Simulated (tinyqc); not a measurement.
Classical nucleation, growth and JMAK kinetics of crystallisation from a melt or glass: one step, computed by the program tinyqc.

A spherical nucleus cap on a flat wall with a sharp interface of isotropic energy gamma; lambda = Omega^(1/3) is the jump distance.

Question. Fraction transformed and grain size. JMAK with steady nucleation and growth, nuclei spread at random: extended fraction X_e = (pi/3) I u^3 t^4, X = 1 - exp(-X_e); t_X = [-3 ln(1 - X)/(pi I u^3)]^(1/4); final grains per volume = Gamma(5/4) (3/pi)^(1/4) (I/u)^(3/4), Gamma(5/4) = 0.9064024771. Grain size = (grains per volume)^(-1/3).

Inputs (values chosen for the exercise, for a model substance): temperature T = 627 K; wall area per volume S_v = 1.9e+07 1/m; time t = 0.0017 s.

Nucleation: on a flat wall. Driving force: Thompson-Spaepen.

nucleation rate I = 4.721550e+30 1/(m^3 s)

growth velocity u = 2.371789e-06 m/s

Give: extended fraction; fraction X at t; half time t_0.5; grains per volume; grain size.

Answer.

extended fraction = 551.0

fraction X at t = 1

half time t_0.5 = 3.202e-04 s

grains per volume = 1.502e+27 1/m^3

grain size = 8.733e-04 micrometre

t is 5.3 half times: the change is complete. Caution: the lag time is not small against the half time, so steady nucleation from t = 0 overstates the speed. Caution: the grain size is near the critical size, where JMAK theory fails. Caution: grains come out smaller than the spacing of the walls, so nuclei are not spread at random as JMAK assumes.
